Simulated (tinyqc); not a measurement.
## Area and perimeter leakage from two diodes

Inverse problem. A square diode and a finger diode leak I = JA area + JP perimeter. Find JA, JP and the side of the square at which both parts are equal.

areas (um^2): [40000, 100000]
perimeters (um): [800, 40500]
leakage currents (pA): [5.372, 267.53000]

Solution. Two linear equations give JA and JP; for a square of side a, JA a^2 = 4 JP a at a = 4 JP/JA.

JA = 2.300e-10 A/cm^2
JP = 6.600e-11 A/cm
side for equal parts = 1.148e4 um

tinyqc, about 0.01 s, one thread, Intel Xeon 2.30GHz (shared host): `OMP_NUM_THREADS=1 python tinyqc.py 2290166 2290167 out.jsonl`
